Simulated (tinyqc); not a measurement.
Wannier functions of a composite (isolated) pair of valence bands (bonds of an sp chain), step by step. Values are carried at full precision from step to step, so a last printed digit may differ when a step is redone from the rounded ones.

Each atom has a hybrid pointing left (<) and right (>). H(k): diagonal +V3 on A, -V3 on B; <A<|A>> = -V1a, <B<|B>> = -V1b, <A>|B<> = -V2, <B>|A<> = -V2p exp(ik); k in 1/a, Bloch sums with exp(ikR). The two lowest bands are filled. Trial functions in cell 0: g1 = cos(c) A> + sin(c) B<, and g2 = sin(c) B> + cos(c) A< of cell 1, whose Bloch vector has cos(c) exp(-ik) on A<. Projection A_mn = <psi_m|g_n>, S = A^+ A, Loewdin U = A S^(-1/2), Bloch-like states w_n = sum_m psi_m U_mn, H_W(k) = U^+ diag(E) U. P = sum_m |psi_m><psi_m| is free of phase choices, and S = g^+ P g, w = P g S^(-1/2).

Inputs chosen for the exercise:
- V2 = 4.77 eV (coupling in the bond A-B inside the cell)
- V2p = 4.62 eV (coupling in the bond to the next cell)
- V1a = 0.68 eV (coupling of the two hybrids on A)
- V1b = 1.11 eV (the same on B)
- V3 = 0.85 eV (A at +V3, B at -V3)
- j = 2 (mesh point, k = 2 pi j/N)
- N = 6 (k points)
- c = 45 degrees (trial bonds cos(c) on A, sin(c) on B)
- xb = 0.59 a (position of B (A at 0))

## H at one mesh point

Fill in the matrix.

H(k) (eV), rows A<, A>, B<, B> and columns alike:
```
[[0.8500, -0.6800, 0, 2.3100+4.0010i],
 [-0.6800, 0.8500, -4.7700, 0],
 [0, -4.7700, -0.8500, -1.1100],
 [2.3100-4.0010i, 0, -1.1100, -0.8500]]
```

## Levels and the projector on the filled bands

Diagonalise; P = sum over the two lowest states of |psi><psi|.

levels (eV): [-5.4015, -4.2657, 4.4010, 5.2662]

P, rows A<, A>, B<, B> and columns alike:
```
[[0.4130, 0.0633+0.0474i, 0.0111+0.0084i, -0.2489-0.4172i],
 [0.0633-0.0474i, 0.4157, 0.4862+0.0068i, -0.0130-0.0052i],
 [0.0111-0.0084i, 0.4862-0.0068i, 0.5843, 0.0736+0.0290i],
 [-0.2489+0.4172i, -0.0130+0.0052i, 0.0736-0.0290i, 0.5870]]
```

The filled states put 1.657 electrons on A and 2.343 on B at this k.

## Loewdin orthogonalisation

The trial vectors are the columns g1 = (0, cos c, sin c, 0), g2 = (cos c exp(-ik), 0, 0, sin c), k = 2 pi j/N. Form S = g^+ P g, its eigenvalues, S^(-1/2), and w = P g S^(-1/2).

S, rows 1, 2 and columns alike:
```
[[0.9862, -0.0125-0.0063i],
 [-0.0125+0.0063i, 0.9857]]
```

eigenvalues of S: [0.9720, 1.0000]

S^(-1/2), rows 1, 2 and columns alike:
```
[[1.0070, 0.0064+0.0032i],
 [0.0064-0.0032i, 1.0073]]
```

w, rows A<, A>, B<, B>; columns 1, 2:
```
[[0.0491+0.0373i, -0.3242-0.5514i],
 [0.6417+0.0048i, -0.0570-0.0238i],
 [0.7627-0.0048i, 0.0481+0.0193i],
 [0.0480-0.0194i, 0.7644+0.0050i]]
```

The combinations of the trial bonds that diagonalise S lie 97.2 to 100.0 % inside the filled space; an eigenvalue near zero would mark a poor choice.

## The Hamiltonian in the new basis

H_W = w^+ H w; its eigenvalues must be the two filled levels.

H_W(k) (eV), rows 1, 2 and columns alike:
```
[[-4.907, -0.511+0.237i],
 [-0.511-0.237i, -4.760]]
```

eigenvalues (eV): [-5.401, -4.266]

## Hoppings between the Wannier functions

H_mn(R) = (1/N) sum_k exp(-ikR) H_W,mn(k), the coupling of function m in cell 0 to function n in cell R.

H(R) (eV):
```
R        11       12       21       22
-2   0.0002  -0.0009   0.0000   0.0002
-1   0.0190  -0.2776  -0.0031   0.0190
0   -4.8882  -0.6516  -0.6516  -4.7407
1    0.0190  -0.0031  -0.2776   0.0190
2    0.0002   0.0000  -0.0009   0.0002
3    0.0000   0.0000   0.0000   0.0000
```

The bond levels are -4.888 and -4.741 eV, against -sqrt(V2^2 + V3^2) = -4.845 and -4.698 for isolated bonds. Neighbouring bonds couple by -0.652 eV through B; the bond-orbital estimate is -V1b (1 + ap)/2 = -0.654 with the mean V2 in ap = V3/sqrt(V2^2 + V3^2).

## The functions in real space

w_n(R) = (1/N) sum_k exp(ikR) w_n(k); point-like hybrids at R (A) and R + xb (B) give centres and spreads.

Function 1:
```
R        A<       A>       B<       B>
-2   0.0000   0.0001   0.0000  -0.0003
-1   0.0002   0.0030  -0.0017  -0.0225
0    0.0272   0.6419   0.7639   0.0367
1   -0.0435  -0.0027   0.0040   0.0002
2   -0.0007   0.0000   0.0001   0.0000
3    0.0000   0.0000   0.0000   0.0000
```

centres (a): 1 0.3468, 2 0.7575

spreads (a^2): 1 0.0854, 2 0.0421

Function 1 has 99.5 % of its weight on the two hybrids of its bond. Its centre lies +0.0518 a from the middle of the bond, towards B, the atom with the lower level.

## Checks

- Eigenvalues of H_W against the filled levels: they agree to 1e-10 or better.
- W^+ w against the unit matrix: they agree to 1e-10 or better.

Run: tinyqc, `OMP_NUM_THREADS=1 python tinyqc.py 1451101 1451102 out.jsonl`; Intel(R) Xeon(R) Processor @ 2.30GHz, one thread, shared host; about 0.3 s of CPU time with all checks.
